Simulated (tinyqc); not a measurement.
Charge pumping in an n-channel transistor: two steps of the calculation.

The gate is pulsed from accumulation to inversion and back. Energies E are counted from the intrinsic level; Dit(E) = D0 [1 + b (2 E/Eg)^2]. During each edge the traps near the bands emit their carriers, and those between Eh and Ee recombine once a cycle.

Inputs (values chosen for the exercise); band and dielectric values close to those of silicon:

| symbol | value | unit | meaning |
|---|---|---|---|
| T | 200 | K | temperature |
| Eg | 1.13 | eV | band gap |
| Nc | 1.55e19 | cm^-3 | conduction-band density of states at 200 K |
| Nv | 1.46e19 | cm^-3 | valence-band density of states at 200 K |
| A | 1.2 | um^2 | gate area |
| D0 | 7.7e11 | cm^-2 eV^-1 | trap density at midgap |
| b | 10.5 |  | rise of the trap density towards the band edges |
| sn | 2.2e-15 | cm^2 | cross-section for electrons |
| sp | 3.8e-15 | cm^2 | cross-section for holes |
| vth | 1.3e7 | cm/s | thermal velocity at 200 K, one nominal value for electrons and holes |
| dV | 1.11 | V | Vth - Vfb |
| Va | 3.1 | V | pulse height |
| f | 1.1e6 | Hz | frequency |
| tr | 56 | ns | rise time |
| tf | 63 | ns | fall time |

Constants: q = 1.602176634e-19 C, kB = 1.380649e-23 J/K, Vt = kB T/q. Results are converted to the units shown.

Task 1. Emission levels. ni = sqrt(Nc Nv) exp(-Eg/(2 Vt)), Eg in volts; emission times te = (dV/Va) tf and th = (dV/Va) tr; Ee = -Vt ln(vth sn ni te), Eh = +Vt ln(vth sp ni th).

Wanted: ni; te; th; Ee; Eh.

Result 1.

ni = 87090 cm^-3
te = 22.558 ns
th = 20.052 ns
Ee = 0.40678 eV
Eh = -0.39939 eV

The window covers 71.3 % of the gap.

Task 2. Pumped charge and current. Nit = integral of Dit from Eh to Ee = D0 [Ee - Eh + 4 b (Ee^3 - Eh^3)/(3 Eg^2)], Qcp = q A Nit, Icp = f Qcp.

Ee = 0.40677835 eV
Eh = -0.39938880 eV

Find: Nit; mean Dit; traps pumped a cycle; Icp.

Result 2.

Nit = 1.7268e12 cm^-2
mean Dit = 2.1420e12 cm^-2 eV^-1
traps pumped a cycle = 20722
Icp = 3652.0 pA

Range of the model: The Fermi levels of inversion and accumulation are taken to lie beyond Ee and Eh, the flat tops to fill all traps, and no geometric current is added.

tinyqc, about 0.01 s, one thread, Intel Xeon 2.30GHz (shared host): `OMP_NUM_THREADS=1 python tinyqc.py 2030034 2030035 out.jsonl`
